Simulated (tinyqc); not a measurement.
Energy and delay of logic against supply voltage: one step of the calculation.

One expression serves below and above threshold: I(Vg) = Ik [ln(1 + exp((Vg - VT + dd V)/(al nf Vt)))]^al, with I_on = I(V) and I_off = I(0). Gate delay td = kd C V/I_on, clock period LD td. Per gate and cycle the switching energy is act C V^2 and the leakage energy I_off V LD td. No short-circuit current, no variation. Minima are sought above 0.09 V; below a few Vt gates no longer switch and the model has no meaning.

Task. New V. Minimum-energy supply: E(V) is the energy per gate and cycle; with h = 0.001 V, E' = (E(V + h) - E(V - h))/(2 h), E'' = (E(V - h) - 2 E(V) + E(V + h))/h^2, V(new) = V - E'/E''.

Inputs (values chosen for the exercise); values of the order met in logic technologies:
- T = 300 K (temperature)
- VT = 0.33 V (threshold voltage at zero drain bias)
- nf = 1.15 (slope factor)
- dd = 0.07 (barrier lowering per volt of supply)
- Ik = 1.6 uA (specific current of a gate)
- al = 1.44 (exponent of the current law)
- C = 0.47 fF (load capacitance of a gate)
- kd = 0.9 (delay factor)
- LD = 60 (logic depth)
- act = 0.02 (activity factor)

Constants: q = 1.602176634e-19 C, kB = 1.380649e-23 J/K, Vt = kB T/q. Results are converted to the units shown.

V after iteration 1 = 0.25669800 V

Wanted: E'; E''; V after iteration 2.

Result.

E' = -2.9260 aJ/V
E'' = 206.43 aJ/V^2
V after iteration 2 = 0.27087 V

tinyqc, about 0.01 s, one thread, Intel Xeon 2.30GHz (shared host): `OMP_NUM_THREADS=1 python tinyqc.py 2082119 2082120 out.jsonl`
